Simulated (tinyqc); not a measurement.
On-chip power grid, static voltage drop by conjugate gradients: course of the conjugate-gradient iteration.

A grid of 3 rows and 3 columns, node k = 3 row + column. Neighbours in a row are joined by Rx, in a column by Ry; pad nodes, which reach the supply through Rp: 0, 6. Each node draws I0, node 7 draws kh I0. The drops u = Vdd - V solve G u = i, with G the conductance matrix (1/Rp added on the diagonal at pad nodes).

G_kk = sum of the conductances at node k. Start u = 0, so the residual is r = i; p = r.

q = G p; a = (r.r)/(p.q); u(new) = u + a p; r(new) = r - a q; b = (r.r)(new)/(r.r); p(new) = r(new) + b p.

Stop when |r| is below 1e-9 mA.

Inputs (values chosen for the exercise): resistance of a horizontal segment Rx = 0.31 ohm; resistance of a vertical segment Ry = 0.59 ohm; resistance from a pad node to the supply Rp = 0.082 ohm; load current of an ordinary node I0 = 1.1 mA; factor on the load at the hot node kh = 3.

Course of the iteration:

| iteration | largest u (mV) | \|r\| (mA) |
|---|---|---|
| 1 | 0.984619 | 5.77 |
| 2 | 1.68364 | 5.90 |
| 3 | 2.18524 | 2.71 |
| 4 | 2.23059 | 1.27 |
| 5 | 2.16719 | 0.685 |
| 6 | 2.13900 | 0.507 |
| 7 | 2.12951 | 0.0605 |
| 8 | 2.12212 | 6.59e-3 |
| 9 | 2.12205 | < 1e-12 |

Did this iteration meet its convergence test, and what does its course show?

Yes. Converged in 9 iterations for 9 unknowns; in exact arithmetic the method needs at most 9. The condition number of the matrix is 24.1. Gauss-Seidel sweeps in node order need 94 to reach the same residual.

Numbers from tinyqc (`OMP_NUM_THREADS=1 python tinyqc.py 2770205 2770206 out.jsonl`; about 0.07 s on one thread of a shared Intel Xeon 2.30GHz).
